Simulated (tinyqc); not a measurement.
# Inputs raised by 2 %, one at a time

Model: X-ray photoelectron analysis of a thin oxide on a semiconductor: attenuation lengths, thickness, angle series and band offsets. Computed by tinyqc, a small Python program. Command: `OMP_NUM_THREADS=1 python tinyqc.py 3112565 3112566 out.jsonl xps sens`. One thread of a shared host (Intel(R) Xeon(R) Processor @ 2.30GHz), about 0.01 s of CPU time with the checks.

The same element is seen in the oxide and in the substrate, at nearly the same kinetic energy; films are flat and uniform, and the work function is ignored.

Inputs (values chosen for the exercise, modelled on SiO2 on silicon):
```
quantity,value,unit
photon energy,650,eV
binding energy of the core level,99.4,eV
oxide density,2.17,g/cm^3
oxide formula mass,60.08,g/mol
valence electrons per oxide formula,16,-
oxide gap,8.85,eV
substrate density,2.33,g/cm^3
substrate formula mass,28.09,g/mol
valence electrons per substrate formula,4,-
substrate gap,1.12,eV
oxide thickness d,0.52,nm
emission angle from the normal,0,degrees
attenuation length over inelastic mean free path,0.88,-
carbon overlayer,0.18,nm
counts in the two peaks together,200000,-
valence band offset used to make the data,4.49,eV
"core level less valence band top, substrate",98.94,eV
"core level less valence band top, thick oxide",98.45,eV
field in the oxide,0.37,MV/cm
```

Method:
- TPP-2M: lambda = E/(E_p^2 [b ln(c E) - C/E + D/E^2]) in angstrom, E_p = 28.8 sqrt(N_v rho/M), b = -0.10 + 0.944/sqrt(E_p^2 + E_g^2) + 0.069 rho^0.1, c = 0.191/sqrt(rho), U = N_v rho/M, C = 1.97 - 0.91 U, D = 53.4 - 20.8 U, with E = photon energy less binding energy in eV.
- Attenuation length L = factor x lambda.
- R_0 = (rho_o/M_o) L_o/((rho_s/M_s) L_s); peak ratio R = I_ox/I_sub = R_0 [exp(d/(L_o cos theta)) - 1]; hence d = L_o cos theta ln(1 + R/R_0). A carbon layer weakens both peaks alike, by exp(-d_C/(L_o cos theta)) if its L is taken equal to L_o. This R_0 leaves out intrinsic losses from the substrate peak, so calibrated values can be larger.
- With x = d/(L_o cos theta): d ln d/d ln R = (1 - exp(-x))/x = -d ln d/d ln R_0; counting error of R = 1/sqrt(N f (1 - f)), f the oxide share, which times the sensitivity gives that of d; an angle error adds tan(theta) d theta; d is proportional to L_o at fixed R_0. Assumed errors: 5 % in R_0, 1 degree, 5 % in L_o.
- Valence band offset = (E_core - E_v)(substrate) - (E_core - E_v)(oxide) + (core level separation at the interface, oxide less substrate). The separation is made here from the given offset; a uniform field F that raises the binding energy towards the surface shifts the oxide peak by e F <z>, <z> = d/(1 - exp(-x)) - d/x, x = d/(L_o cos theta), being the mean distance from the interface. Conduction band offset = oxide gap - substrate gap - valence band offset.

Runs:
```
input moved,from,to,ratio R,L in the oxide (nm),apparent valence band offset (eV),counting error of d (%)
base run,-,-,0.1986,1.698,4.500,0.5180
photon energy (eV),650,663,0.1947,1.726,4.500,0.5227
oxide density (g/cm^3),2.17,2.2134,0.2027,1.691,4.500,0.5142
oxide gap (eV),8.85,9.027,0.1984,1.711,4.500,0.5188
oxide thickness d (nm),0.52,0.5304,0.2033,1.698,4.500,0.5126
attenuation length over inelastic mean free path,0.88,0.8976,0.1941,1.732,4.500,0.5235
field in the oxide (MV/cm),0.37,0.3774,0.1986,1.698,4.500,0.5180
counts in the two peaks together,200000,204000,0.1986,1.698,4.500,0.5129
```

Exponents ln(y'/y) / ln(x'/x):
```
input,ratio R,L in the oxide,apparent valence band offset,counting error of d
photon energy,-1.006,0.846,0.000,0.460
oxide density,1.032,-0.196,0.000,-0.372
oxide gap,-0.066,0.410,0.000,0.081
oxide thickness d,1.163,0.000,0.002,-0.534
attenuation length over inelastic mean free path,-1.159,1.000,0.000,0.533
field in the oxide,0.000,0.000,0.002,0.000
counts in the two peaks together,0.000,0.000,0.000,-0.500
```

To which inputs is each result most sensitive?

Among the inputs moved here: ratio R answers most in size to oxide thickness d (exponent +1.163), and about equally to attenuation length over inelastic mean free path (-1.159); its exponent is below 0.0005 for field in the oxide, counts in the two peaks together. L in the oxide answers most in size to attenuation length over inelastic mean free path (exponent +1.000), next to photon energy (+0.846); its exponent is below 0.0005 for oxide thickness d, field in the oxide, counts in the two peaks together. Apparent valence band offset hardly depends on these (all exponents below 0.005). Counting error of d answers most in size to oxide thickness d (exponent -0.534), and about equally to attenuation length over inelastic mean free path (+0.533); its exponent is below 0.0005 for field in the oxide. Its exponent -0.500 in counts in the two peaks together: counting statistics.

Extremes, crossings and ranges named in words are read from the listed rows.
